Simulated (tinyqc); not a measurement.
G0W0 on RHF in the 6-311g basis, for He, spin multiplicity 1, step by step. Computed by tinyqc, a small Python program that keeps every step (integrals from PySCF). Settings: charge = 0, multiplicity = 1, basis = 6-311g, method = RHF, energy threshold = 1e-10, iteration cap = 66, orthogonalisation = symmetric, start = Wolfsberg-Helmholz matrix, DIIS depth = 6. Command: `OMP_NUM_THREADS=1 python tinyqc.py 25443 25444 out.jsonl` (the two numbers bound the seeds that draw the settings). One thread of a shared host (Intel(R) Xeon(R) Processor @ 2.60GHz), about 0.03 s of CPU time with the checks. The early iterations of the SCF are left out here.

## One-electron integrals

Geometry (angstrom):
```
atom         x         y         z
He    0.000000  0.000000  0.000000
```

Basis 6-311g: exponents (1/bohr^2) and contraction coefficients of normalised primitives:
```
element  l (shell)   exponent  coefficient
He           s (1)  98.124300     0.028745
He           s (1)  14.768900     0.208061
He           s (1)   3.318830     0.837635
He           s (2)   0.874047     1.000000
He           s (3)   0.244564     1.000000
```

Overlap, kinetic and nuclear-attraction integrals over the contracted functions; the nuclear repulsion is the sum of Za Zb / Rab.

nuclear repulsion = 0 hartree

overlap S, lower triangle:
```
          1He 1s    1He 2s    1He 3s
1He 1s  1.000000
1He 2s  0.680472  1.000000
1He 3s  0.328596  0.751574  1.000000
```

kinetic energy T (hartree), lower triangle:
```
          1He 1s    1He 2s    1He 3s
1He 1s  6.857100
1He 2s  1.439474  1.311071
1He 3s  0.225603  0.430865  0.366846
```

nuclear attraction V (hartree), lower triangle:
```
           1He 1s     1He 2s     1He 3s
1He 1s  -7.306289
1He 2s  -3.464825  -2.983784
1He 3s  -1.535069  -1.793893  -1.578325
```

core Hamiltonian H = T + V (hartree), lower triangle:
```
           1He 1s     1He 2s     1He 3s
1He 1s  -0.449189
1He 2s  -2.025351  -1.672714
1He 3s  -1.309466  -1.363028  -1.211479
```

## Two-electron integrals

Functions are numbered as in S; the eight-fold symmetry (ij|kl) = (ji|kl) = (kl|ij) leaves the list below.

Two-electron integrals (ij|kl) in chemists' order, unique and non-zero (hartree):
```
(11|11) 2.395117   (21|11) 1.347337   (21|21) 0.798707   (22|11) 1.358411
(22|21) 0.863847   (22|22) 1.054927   (31|11) 0.614121   (31|21) 0.368625
(31|22) 0.406802   (31|31) 0.170715   (32|11) 0.842709   (32|21) 0.547009
(32|22) 0.700418   (32|31) 0.259418   (32|32) 0.476676   (33|11) 0.767030
(33|21) 0.510236   (33|22) 0.697580   (33|31) 0.244176   (33|32) 0.494732
(33|33) 0.558022
```

## Orthogonalisation

S = U s U^T; symmetric (Loewdin) form X = U s^(-1/2) U^T, so that X^T S X = 1.

eigenvalues of S: 0.135706  0.673445  2.190848

X, lower triangle:
```
           1He 1s     1He 2s    1He 3s
1He 1s   1.316564
1He 2s  -0.645914   1.855498
1He 3s   0.150682  -0.771405  1.436671
```

## Starting guess

The start is the generalised Wolfsberg-Helmholz matrix (K = 1.75) built on H; D = 2 C_occ C_occ^T.

D at the start, lower triangle:
```
           1He 1s    1He 2s    1He 3s
1He 1s   0.010810
1He 2s  -0.100892  0.941623
1He 3s  -0.062010  0.578736  0.355701
```

## Iteration 6 (converged): orbitals

converged F (hartree), lower triangle:
```
           1He 1s     1He 2s     1He 3s
1He 1s   1.373498
1He 2s  -1.206232  -0.594454
1He 3s  -1.105840  -0.698399  -0.371933
```

Diagonalise F' = X^T F X, C = X C', fill 1 alpha and 1 beta electrons from the bottom; D = 2 C_occ C_occ^T. Each column has its largest component positive (the first on a tie).

F' = X^T F X (hartree), lower triangle:
```
           1          2         3
1   3.873005
2  -3.174781   2.093696
3  -0.149278  -0.931509  0.259407
```

orbital energies (hartree): MO1 -0.916871, MO2 0.829434, MO3 6.313546

coefficients C:
```
             MO1        MO2        MO3
1He 1s  0.263558  -0.137951  -1.443869
1He 2s  0.487487  -1.153994   1.698764
1He 3s  0.397446   1.427937  -0.696296
```

D after iteration 6, lower triangle:
```
          1He 1s    1He 2s    1He 3s
1He 1s  0.138926
1He 2s  0.256962  0.475287
1He 3s  0.209500  0.387499  0.315926
```

## Convergence

Stop when the energy changes by less than 1e-10 hartree and every element of the error matrix X^T (F D S - S D F) X is below 3e-06.

Course of the cycle:
```
iteration  E (hartree)     change  largest element of the error matrix
1          -2.19269352          -                             2.05e+00
2          -2.85664915  -6.64e-01                             1.61e-01
3          -2.85989379  -3.24e-03                             2.25e-03
4          -2.85989541  -1.61e-06                             2.09e-04
5          -2.85989542  -1.83e-08                             1.71e-07
6          -2.85989542  -1.11e-14                             6.86e-08
```

PySCF RHF in the same basis = -2.85989542 hartree

Converged in 6 iterations.

## Populations

Mulliken: Z minus the diagonal of D S on the atom; Loewdin: the same with S^(1/2) D S^(1/2).

Charges (e):
```
atom  Mulliken  Loewdin
1He          0        0
```

## Integrals over molecular orbitals

(pq|rs) = sum C_ip C_jq C_kr C_ls (ij|kl), one index at a time.

one-electron integrals over orbitals h = C^T H C (hartree), lower triangle:
```
           1          2         3
1  -1.943024
2   0.277318  -0.343196
3   0.173910  -0.333392  4.176135
```

Two-electron integrals over orbitals (pq|rs), unique and non-zero (hartree):
```
(11|11) 1.026153    (21|11) -0.277318   (21|21) 0.146549    (22|11) 0.659589
(22|21) -0.113630   (22|22) 0.506646    (31|11) -0.173910   (31|21) 0.125599
(31|22) -0.078781   (31|31) 0.216548    (32|11) 0.229495    (32|21) -0.120916
(32|22) 0.102674    (32|31) -0.148688   (32|32) 0.127591    (33|11) 1.176980
(33|21) -0.380997   (33|22) 0.727303    (33|31) -0.386668   (33|32) 0.380658
(33|33) 1.599956
```

## Screening: direct RPA

With D = e_a - e_i and K = (ia|jb): diagonalise D^(1/2) (D + 4K) D^(1/2) = Z w^2 Z^T; X + Y = D^(1/2) Z w^(-1/2), each column of Z with its largest component positive (the first on a tie); E_c = (sum w - tr (D + 2K)) / 2.

D^(1/2) (D + 4K) D^(1/2) (hartree^2):
```
          1>2        1>3
1>2  4.073257   1.785205
1>3  1.785205  58.541870
```

excitation energies w (hartree): 2.003699  7.655084

X + Y:
```
             1         2
1>2   0.933063  0.015629
1>3  -0.062160  0.971346
```

RPA correlation energy = -0.02206649 hartree

## G0W0 on Hartree-Fock: HOMO

W(p,q,m) = sqrt2 sum_ia (pq|ia) (X+Y)_ia,m; Sigma_c(x) = sum_(i,m) W^2/(x - e_i + w_m) + sum_(a,m) W^2/(x - e_a - w_m); solve x = e_p + Sigma_c(x) by Newton steps; Z = 1/(1 - dSigma/dx); 1 hartree = 27.211386 eV.

The 12 largest terms at x = e_p (hartree; W for the signs of X + Y given):
```
q  m          W       term
1  1  -0.350647   0.061363
2  1   0.182338  -0.008866
1  2  -0.245028   0.007843
3  2   0.300246  -0.006056
2  2   0.175773  -0.003286
3  1   0.146698  -0.002331
```

Newton steps (hartree):
```
step          x  Sigma_c(x)         Z
0     -0.916871    0.048667  0.966163
1     -0.869851    0.047052  0.967407
2     -0.869820    0.047051  0.967408
```

quasiparticle energy of the HOMO = -23.669013 eV

Hartree-Fock value = -24.949338 eV

## G0W0 on Hartree-Fock: LUMO

As before.

The 12 largest terms at x = e_p (hartree; W for the signs of X + Y given):
```
q  m          W       term
2  1  -0.143015  -0.010208
1  1   0.182338   0.008866
1  2   0.175773   0.003286
3  2  -0.206924  -0.003259
3  1  -0.146484  -0.002866
2  2  -0.110732  -0.001602
```

Newton steps (hartree):
```
step         x  Sigma_c(x)         Z
0     0.829434   -0.005782  0.991426
1     0.823701   -0.005732  0.991448
2     0.823701   -0.005732  0.991448
```

quasiparticle energy of the LUMO = 22.414054 eV

Hartree-Fock value = 22.570037 eV
